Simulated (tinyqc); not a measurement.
Surface Green function of a square-lattice strip three rows wide, Sancho-Rubio decimation: two steps of the calculation.

A semi-infinite lead of cells 0, 1, 2, ... with H0 inside a cell and H1 = <cell i|H|cell i + 1>. A cell is one column of three sites. z = E + i eta.

Values chosen for this exercise: energy E = 1.83 eV; broadening eta = 0.01 eV.

Task 1. Decimation. Start with e_s = e = H0, a = H1, b = H1^dagger. Each round: g = (z - e)^(-1); e_s <- e_s + a g b; e <- e + a g b + b g a; a <- a g a; b <- b g b (all with the old a, b). Round k joins cells 2^k apart.

e_s after round 1 (eV):
```
                       1                      2                      3
1   1.3496086-0.0136513i  -1.2566725+0.0135689i   0.2088325-0.0064097i
2  -1.2566725+0.0135689i   1.3839033-0.0181764i  -1.1145504+0.0092068i
3   0.2088325-0.0064097i  -1.1145504+0.0092068i   0.5713560-0.0067797i
```

e after round 1 (eV):
```
                       1                      2                      3
1   2.2292172-0.0273025i  -1.7933451+0.0271378i   0.4176650-0.0128194i
2  -1.7933451+0.0271378i   2.3978065-0.0363528i  -1.5091009+0.0184135i
3   0.4176650-0.0128194i  -1.5091009+0.0184135i   1.1627119-0.0135594i
```

a after round 1 (eV):
```
                       1                      2                      3
1   0.8796086-0.0136513i  -0.5366725+0.0135689i   0.2088325-0.0064097i
2  -0.5366725+0.0135689i   1.0139033-0.0181764i  -0.3945504+0.0092068i
3   0.2088325-0.0064097i  -0.3945504+0.0092068i   0.5913560-0.0067797i
```

b after round 1 (eV):
```
                       1                      2                      3
1   0.8796086-0.0136513i  -0.5366725+0.0135689i   0.2088325-0.0064097i
2  -0.5366725+0.0135689i   1.0139033-0.0181764i  -0.3945504+0.0092068i
3   0.2088325-0.0064097i  -0.3945504+0.0092068i   0.5913560-0.0067797i
```

Wanted: g; e_s after round 2; e after round 2; a after round 2; b after round 2.

Result 1.

g (1/eV):
```
                 1               2                3
1   0.8174-0.0281i  0.5623-0.0047i  -0.7597+0.0197i
2   0.5623-0.0047i  0.1358-0.0090i   0.0453+0.0087i
3  -0.7597+0.0197i  0.0453+0.0087i   0.9200-0.0240i
```

e_s after round 2 (eV):
```
               1              2              3
1   1.241-0.018i  -0.761+0.005i  -0.203+0.005i
2  -0.761+0.005i   0.932-0.013i  -0.899+0.008i
3  -0.203+0.005i  -0.899+0.008i   0.648-0.013i
```

e after round 2 (eV):
```
               1              2              3
1   2.012-0.036i  -0.801+0.010i  -0.407+0.010i
2  -0.801+0.010i   1.494-0.025i  -1.078+0.016i
3  -0.407+0.010i  -1.078+0.016i   1.317-0.026i
```

a after round 2 (eV):
```
                 1                2                3
1  -0.1088-0.0045i   0.4961-0.0087i  -0.4121+0.0112i
2   0.4961-0.0087i  -0.4519+0.0054i   0.2156-0.0011i
3  -0.4121+0.0112i   0.2156-0.0011i   0.0769-0.0063i
```

b after round 2 (eV):
```
                 1                2                3
1  -0.1088-0.0045i   0.4961-0.0087i  -0.4121+0.0112i
2   0.4961-0.0087i  -0.4519+0.0054i   0.2156-0.0011i
3  -0.4121+0.0112i   0.2156-0.0011i   0.0769-0.0063i
```

Task 2. Self-energy, Dyson check and densities of states. Sigma = H1 g_s H1^dagger is what the lead adds to one more cell, and (z - H0 - Sigma)^(-1) must give g_s back. Densities of states: -Im of the diagonals over pi.

H0 (eV):
```
       1      2      3
1   0.47  -0.72      0
2  -0.72   0.37  -0.72
3      0  -0.72  -0.02
```

H1 (eV):
```
      1     2     3
1  -0.9     0     0
2     0  -0.9     0
3     0     0  -0.9
```

converged surface Green function g_s (1/eV):
```
                         1                        2                        3
1   0.66116163-0.62426465i   0.15059798+0.36313779i  -0.28083309+0.00194489i
2   0.15059798+0.36313779i   0.40124493-0.57188396i  -0.04052454+0.36446140i
3  -0.28083309+0.00194489i  -0.04052454+0.36446140i   0.66012723-0.37641226i
```

converged bulk Green function (1/eV):
```
                        1                       2                       3
1  0.09499436-0.80640205i  0.14160835+0.04242954i  0.12136957+0.43841352i
2  0.14160835+0.04242954i  0.23603175-0.36209554i  0.22420709+0.34079429i
3  0.12136957+0.43841352i  0.22420709+0.34079429i  0.23610769-0.61591215i
```

Wanted: Sigma; (z - H0 - Sigma)^(-1); surface density of states; bulk density of states.

Result 2.

Sigma (eV):
```
                 1                2                3
1   0.5355-0.5057i   0.1220+0.2941i  -0.2275+0.0016i
2   0.1220+0.2941i   0.3250-0.4632i  -0.0328+0.2952i
3  -0.2275+0.0016i  -0.0328+0.2952i   0.5347-0.3049i
```

(z - H0 - Sigma)^(-1) (1/eV):
```
                 1                2                3
1   0.6612-0.6243i   0.1506+0.3631i  -0.2808+0.0019i
2   0.1506+0.3631i   0.4012-0.5719i  -0.0405+0.3645i
3  -0.2808+0.0019i  -0.0405+0.3645i   0.6601-0.3764i
```

```
orbital  surface density of states (1/eV)  bulk density of states (1/eV)
1                                  0.1987                         0.2567
2                                  0.1820                         0.1153
3                                  0.1198                         0.1961
```

Program tinyqc, `OMP_NUM_THREADS=1 python tinyqc.py 2680011 2680012 out.jsonl`; Intel Xeon 2.30GHz, shared host, one thread, about 0.07 s.
